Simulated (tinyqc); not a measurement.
Landau-Devonshire theory of a uniaxial ferroelectric: one step, computed by the program tinyqc. Command: `OMP_NUM_THREADS=1 python tinyqc.py 3014805 3014806 out.jsonl ferro walk`. One thread of a shared host (Intel(R) Xeon(R) Processor @ 2.30GHz), about 0.01 s of CPU time with the checks.

G(P) = (alpha/2) P^2 + (beta*/4) P^4 + (gamma/6) P^6 - E P per volume, SI units, one domain, P along the polar axis, which is normal to the film.

Question. A capacitor with imperfect screening. Between shorted electrodes with screening length lambda each, the depolarising field is -k P, k = 2 lambda/(eps_0 (d + 2 lambda eps_b)), so alpha turns into alpha + k. Ps^2 = [-beta* + sqrt(beta*^2 - 4 alpha gamma)]/(2 gamma). The polar state is the lowest uniform state while alpha + k < 0 (beta* > 0) or < 3 beta*^2/(16 gamma) (beta* < 0); setting the equality gives the critical thickness d_c.

Inputs (values chosen for the exercise, modelled on barium titanate):
```
quantity                       value  unit
Curie-Weiss temperature T0       381     K
temperature T                    366     K
film thickness d                  14    nm
screening length lambda        0.047    nm
background permittivity eps_b     20     -
```

Sample: epitaxial film.

alpha = -4.090657e+08 J m/C^2

beta* = 4.907143e+08 J m^5/C^4

Constants: eps_0 = 8.8541878128e-12 F/m.

Give: depolarising coefficient k; polarisation of the film; size of the depolarising field; critical thickness d_c.

Answer.

depolarising coefficient k = 6.6854e+08 J m/C^2

polarisation of the film = 0 microcoulomb/cm^2

size of the depolarising field = 0 MV/m

critical thickness d_c = 24.073 nm

The film is thinner than d_c, so the uniform polar state is not the lowest one; a real film may break into domains or be non-polar. Caution: the strain shifts T0 by more than 500 K here, which is beyond the range where constant coefficients hold.
